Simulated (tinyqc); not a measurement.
Lifetime against injection: Shockley-Read-Hall recombination through one deep level.

One level at Et with degeneracy 1: tn = 1/(sn vth Nt), tp = 1/(sp_ vth Nt), n1 = Nc exp((Et - Eg)/kT), p1 = Nv exp(-Et/kT), ni^2 = n1 p1. Equilibrium n0 = Nm, p0 = ni^2/Nm; n = n0 + dn, p = p0 + dn. U = (n p - ni^2)/(tp (n + n1) + tn (p + p1)), lifetime dn/U; emission rates en = sn vth n1, ep = sp_ vth p1.

Constants: kB = 8.617333262e-05 eV/K.

Inputs chosen for the exercise (gap and densities of states near those of Si at this temperature; the results hold for these values, not for the real material):

| symbol | value | unit | meaning |
|---|---|---|---|
| Eg | 1.109 | eV | gap |
| Nc | 3.41e+19 | 1/cm^3 | conduction-band density of states |
| Nv | 1.42e+19 | 1/cm^3 | valence-band density of states |
| T | 350 | K |  |
| Et | 0.734 | eV | recombination level above Ev |
| Nt | 2.7e+13 | 1/cm^3 | defects |
| sn | 4.7e-16 | cm^2 | electron capture cross-section |
| sp_ | 1.6e-14 | cm^2 | hole capture cross-section |
| vth | 18000000 | cm/s | thermal velocity, both carriers |
| Nm | 5e+14 | 1/cm^3 | equilibrium electrons for the lifetime steps |

Recombination:

| dn (1/cm^3) | lifetime (microsecond) | U (1/(cm^3 s)) |
|---|---|---|
| 1.0e+11 | 0.1644 | 6.08e+17 |
| 1.0e+12 | 0.1722 | 5.81e+18 |
| 1.0e+13 | 0.2487 | 4.02e+19 |
| 1.0e+15 | 3.059 | 3.27e+20 |
| 1.0e+16 | 4.300 | 2.33e+21 |
| 1.0e+17 | 4.485 | 2.23e+22 |
| 1.0e+18 | 4.504 | 2.22e+23 |

Give the missing row, dn (1/cm^3) = 1.0e+14.

Computed row:
```
dn (1/cm^3)  lifetime (microsecond)  U (1/(cm^3 s))
1.0e+14                      0.8874        1.13e+20
```

The lifetime rises from 0.1644 to 4.504 microsecond; tn + tp = 4.507. At low injection it is tp (1 + n1/n0) + tn p1/n0 with n1/Nm = 0.27 and p1/Nm = 7.7e-07: re-emission lengthens it to 1.28 times the minority capture time. Auger and radiative paths are left out; they cut in at the highest injections, and in a doped direct-gap crystal the radiative one counts at all injections. dn = dp neglects trapped charge, which matters where the traps hold a charge comparable with dn, at low injection and with very unequal cross sections.

Computed by tinyqc, a small Python program: `OMP_NUM_THREADS=1 python tinyqc.py 1682275 1682276 out.jsonl` (the numbers bound the seed that draws the inputs); one thread of a shared host (Intel(R) Xeon(R) Processor @ 2.30GHz), about 0.01 s for the whole set of steps.
